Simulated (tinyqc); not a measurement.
Kinetic Monte Carlo and master equation for a particle on a ring of sites with traps and bias. Changing the force F along the ring. Computed by tinyqc, a small Python program. Command: `OMP_NUM_THREADS=1 python tinyqc.py 3021888 3021889 out.jsonl kmc sweep`. One thread of a shared host (Intel(R) Xeon(R) Processor @ 2.30GHz), about 0.01 s of CPU time with the checks.

7 sites on a ring, numbered 1 to 7. The saddle between i and i+1 lies at E0 + s b_i and site i at s eps_i; a force F tilts the landscape, with the saddle half-way.

Inputs (values chosen for the exercise, for a model defect): reference barrier E0 = 0.67 eV; scale factor s of the disorder = 1; attempt frequency nu = 1.2 THz; temperature T = 690 K; site spacing a = 3.6 angstrom.

Disorder: random barriers.

site energies eps_i (eV): [0, 0, 0, 0, 0, 0, 0]

saddle shifts b_i between sites i and i+1 (eV): [-0.063, -0.003, 0.036, -0.014, 0.0038, 0.074, 0.047]

Constants: k_B = 8.617333262e-05 eV/K.

Method:
- Rates: k(i to i+1) = nu exp(-(E0 + s b_i - s eps_i - F a/2)/(k_B T)), k(i to i-1) = nu exp(-(E0 + s b_(i-1) - s eps_i + F a/2)/(k_B T)).
- Share right = k right/(k right + k left); mean stay = 1/(k right + k left).
- Master equation dP/dt = W P, W_(i+1,i) = k right, W_(i-1,i) = k left, columns summing to zero. The steady state is its null vector; drift v = a sum P_i (k right - k left). D = a^2 lambda''(0)/2, where lambda(q) is the leading eigenvalue of W with right hops weighted by exp(q) and left hops by exp(-q).
- The slowest relaxation rate is minus the real part of the next eigenvalue of W. 1 angstrom = 1e-8 cm.
- At zero force D0 = a^2 nu exp(-E0/(k_B T)) / [<exp(-s eps/(k_B T))> <exp(s b/(k_B T))>], with means over the ring; Einstein relation v = D0 F/(k_B T); 1 angstrom = 1e-8 cm.

One run for each value; columns: (1) force F along the ring (eV/angstrom); (2) drift velocity v (cm/s); (3) Einstein drift (cm/s); (4) diffusivity D (cm^2/s); (5) slowest relaxation rate (1/s):
```
(1)             (2)        (3)        (4)        (5)
3.30e-04  7.239e-03  7.239e-03  1.304e-08  5.904e+06
7.00e-04  1.536e-02  1.535e-02  1.305e-08  5.923e+06
1.50e-03  3.291e-02  3.290e-02  1.309e-08  6.012e+06
3.10e-03  6.810e-02  6.800e-02  1.323e-08  6.419e+06
6.60e-03  1.457e-01  1.448e-01  1.385e-08  8.529e+06
1.40e-02  3.164e-01  3.071e-01  1.615e-08  9.550e+06
2.90e-02  7.211e-01  6.361e-01  2.370e-08  1.356e+07
6.20e-02  2.312e+00  1.360e+00  6.108e-08  3.512e+07
1.30e-01  1.854e+01  2.852e+00  4.739e-07  2.736e+08
```

What does the table show, and why?

Over the rows, drift velocity v (cm/s) rises from 0.00724 to 18.5 (exponent d ln y / d ln x 1.0 between the first rows and 2.8 between the last); Einstein drift (cm/s) rises from 0.00724 to 2.85 (exponent d ln y / d ln x about 1.0 throughout); diffusivity D (cm^2/s) rises from 1.30e-8 to 4.74e-7 (exponent d ln y / d ln x 7.8e-4 between the first rows and 2.8 between the last). At the low end the exponent of drift velocity v is 1.00, close to 1: linear response. At the low end the exponent of diffusivity D is 0.00, close to 0: a weak force leaves D unchanged. The ratio of drift to Einstein drift goes from 1.00 to 6.50; on a ring without disorder it is sinh(y)/y with y = F a/(2 k_B T), 6.50 in the last row.

Extremes, crossings and ranges named in words are read from the listed rows.
